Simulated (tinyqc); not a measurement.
Central-cell correction: shallow acceptor in the spherical four-band model.

The ground state 1S3/2 has an L = 0 part f(r) and an L = 2 part g(r). In units of Ry* and a*, with Gaussians f_i = exp(-a_i r^2), g_i = r^2 exp(-a_i r^2), A = a_i + a_j and I(n) = Gamma((n + 1)/2)/(2 A^((n + 1)/2)): S_ff = I(2), S_gg = I(6), H_ff = (6 a_i a_j/A) I(2) - 2 I(1), H_gg = (14 a_i a_j/A) I(6) - 2 I(5), H_fg = -mu [15 I(2) - 20 a_j I(4) + 4 a_j^2 I(6)]; each function is then normalised. The split-off band is left out.

Converged values use 22 exponents 2.2^i, i = -7 to 14, for f and for g.

Parameters, chosen for this exercise (out of a larger set: near those of a shallow acceptor in InP; not measured data): rc = 2.2 angstrom (radius of the central cell); Vs = (2, 0, -0.5, -1.5, -2.5, -3.5) eV (central-cell strengths).

mu = 0.74951
Ry* = 17.1748 meV
a* = 33.537 angstrom

A short-range term V exp(-r^2/rc^2) is added (negative: attracts the hole); its elements are V S (A/(A + 1/rc^2))^(3/2) for f and ^(7/2) for g, in the same units.

Results:
```
V (eV),1S binding (meV),2S binding (meV),<r> (angstrom),L = 2 weight
2.0,31.6,10.17,29.8,0.252
0.0,36.8,10.89,25.7,0.259
-0.5,39.3,11.19,24.2,0.261
-1.5,47.9,12.13,20.1,0.267
-2.5,67.6,13.68,15.0,0.274
-3.5,112.6,15.79,10.3,0.278
```

From V = 0 to -3.5 eV the 1S binding grows by 75.8 meV (206 %) and the 2S binding by 4.91 meV, so the chemical shift sits mainly in the ground state. A repulsion of 2 eV removes 5.1 meV. The slope is 44.98 meV per eV over the last step against 2.57 on the repulsive side, since attraction pulls the state into the cell: the route from a shallow to a deep level.

Computed by tinyqc, a small Python program: `OMP_NUM_THREADS=1 python tinyqc.py 1250645 1250646 out.jsonl` (the numbers bound the seed that draws the inputs); one thread of a shared host (Intel(R) Xeon(R) Processor @ 2.30GHz), about 0.05 s for the whole set of steps.
